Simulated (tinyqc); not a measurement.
Fermi velocity from one capacitance.

Inverse problem. At zero temperature and without traps graphene has Cq = 2 q^3 phi/(pi hbar^2 vF^2), charge Cq phi/2, 1/C_G = 1/Cox + 1/Cq and Vg = phi + Cq phi/(2 Cox). Find Cq, phi, vF and n.

Constants: q = 1.602176634e-19 C, hbar = 1.054571817e-34 J s. Results are converted to the units shown.

Vg = 0.24691803 V
C_G = 2.8197343 uF/cm^2
Cox = 7.5260596 uF/cm^2

Answer. The series relation gives Cq, the voltage relation phi = Vg/(1 + Cq/(2 Cox)), and the formula for Cq then vF.

Cq = 4.51 uF/cm^2
phi = 0.190 V
vF = 9.96e5 m/s
n = 2.67e12 cm^-2

Computed by the program tinyqc: `OMP_NUM_THREADS=1 python tinyqc.py 2200003 2200004 out.jsonl`, one thread of a shared Intel Xeon 2.30GHz, about 0.01 s for the whole run.
